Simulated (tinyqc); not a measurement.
Decay of LO phonons and the hot-phonon bottleneck in the cooling of electrons: one step, computed by the program tinyqc.

n(E, T) = 1/(exp(E/(k_B T)) - 1) is the Bose occupation. Electrons have a temperature T_e; the LO modes within their reach share one occupation N; the decay products stay at the lattice temperature.

Problem. Spontaneous emission time. Froehlich coupling alpha = (e^2/(4 pi eps_0)) (1/eps_inf - 1/eps_s) k_0/(2 hbar omega), k_0 = sqrt(m* hbar omega/(hbar^2/(2 m_0))); emission time tau_sp = hbar/(2 alpha hbar omega); bottleneck ratio r = (n/N_m) tau/tau_sp.

Inputs (values chosen for the exercise, modelled on zinc oxide): LO energy hbar omega = 73.7 meV; lattice temperature T = 500 K; electron mass m* = 0.275 m_0; eps_inf = 3.63; static dielectric constant eps_s = 8.19; electron density n = 3.4e+17 1/cm^3; density of LO modes that the electrons reach, N_m = 1.6e+19 1/cm^3.

Decay channel: two unequal phonons (Ridley).

phonon lifetime tau = 0.4783717 ps

Constants: e^2/(4 pi eps_0) = 14.39964548 eV angstrom; hbar^2/(2 m_0) = 3.80998212 eV angstrom^2; hbar = 6.582119569e-16 eV s.

Give: alpha; emission time tau_sp; bottleneck ratio r.

Solution.

alpha = 1.093

emission time tau_sp = 4.086 fs

bottleneck ratio r = 2.488

r compares the rate at which electrons exchange quanta with a mode to its decay rate. Exchange outruns decay, so a hot population builds up if the power is high enough. Caution: alpha is above 1/2, so hbar/tau_sp exceeds hbar omega and the emission time, a weak-coupling result, is only rough.
